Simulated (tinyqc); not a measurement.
# Worked calculation: off-state leakage of single and stacked transistors

Numbers from tinyqc (`OMP_NUM_THREADS=1 python tinyqc.py 2242039 2242040 out.jsonl`; about 0.03 s on one thread of a shared Intel Xeon 2.30GHz). Printed values are rounded.

n-channel devices of unit width. Subthreshold current I(Vg, Vs, Vd) = I0 (T/300 K)^0.5 exp[(Vg - Vs - VT(T) - gb (Vs - Vb) + dd (Vd - Vs))/(nf Vt)] (1 - exp(-(Vd - Vs)/Vt)), VT(T) = VT - cT (T - 300 K). Gate-edge tunnelling Ig (Vd/1 V) exp(ag (Vd - 1 V)), for a gate at 0 V, and band-to-band leakage Ab u exp(-Bb/u), u = Vd - Vb + 1 V, flow at a drain held at V; both are taken as independent of T. In a stack of off transistors (all gates at 0 V) the same subthreshold current passes through each.

Parameters, values chosen for the exercise; values of the order met in bulk silicon logic transistors:
- T = 358 K (temperature)
- V = 0.7 V (supply voltage)
- VT = 0.37 V (threshold at 300 K, zero drain and body bias)
- cT = 0.9 mV/K (fall of the threshold with temperature)
- I0 = 0.51 uA/um (current at threshold at 300 K)
- nf = 1.22 (slope factor)
- dd = 0.07 (drain-induced lowering per volt)
- gb = 0.22 (rise of the threshold per volt of source-body bias)
- Ig = 5e-6 uA/um (gate-edge tunnelling current at 1 V)
- ag = 3.4 1/V (exponential slope of the gate current)
- Ab = 40 uA/(um V) (prefactor of band-to-band leakage at the drain)
- Bb = 25 V (its exponential voltage)
- Vb = -0.3 V (body voltage)

Constants: q = 1.602176634e-19 C, kB = 1.380649e-23 J/K, Vt = kB T/q. Results are converted to the units shown.

## Leakage of one transistor

Vg = Vs = 0, Vd = V; effective threshold VT(T) - gb Vb - dd V.

effective threshold = 0.3348 V
parts (nA/um): subthreshold 0.07632914, gate edge 0.001262082, band-to-band 0.2981323
total = 0.3757235 nA/um
shares (%): subthreshold 20.31524, gate edge 0.3359072, band-to-band 79.34885

The band-to-band part is the largest.

## Starting value

Vx = dd V/(1 + gb + 2 dd), the solution for Vx well above Vt, rounded to three decimals.

Vx at the start = 0.036 V

## Iteration 1: new Vx

Stack of two, Vx the node between them: I_low = I(0, 0, Vx), I_up = I(0, Vx, V), f = ln(I_up/I_low), f' = -(1 + gb + 2 dd)/(nf Vt) - 1/(Vt (exp(Vx/Vt) - 1)) - 1/(Vt (exp((V - Vx)/Vt) - 1)), Vx(new) = Vx - f/f'.

I_low = 0.01528885 nA/um
I_up = 0.02222382 nA/um
f = 0.3740410
f' = -50.78781 1/V
Vx after iteration 1 = 0.04336478 V

## Iteration 2: new Vx

As before.

I_low = 0.01698773 nA/um
I_up = 0.01726600 nA/um
f = 0.01624788
f' = -46.66495 1/V
Vx after iteration 2 = 0.04371296 V

## Course of the iteration

Stop when the step is below 1e-11 V, or after 40 iterations.

Course of the iteration:
```
iteration  Vx before the step (V)  step (V)
1                           0.036   7.36e-3
2                      0.04336478   3.48e-4
3                      0.04371296   5.86e-7
4                      0.04371355  1.64e-12
```

Converged in 4 iterations. The subthreshold current of the stack is 0.01706 nA/um, 4.47 times less than that of one transistor (the drain leakage is unchanged); the estimate exp[dd V (1 + gb + dd)/((1 + gb + 2 dd) nf Vt)] gives 3.44.
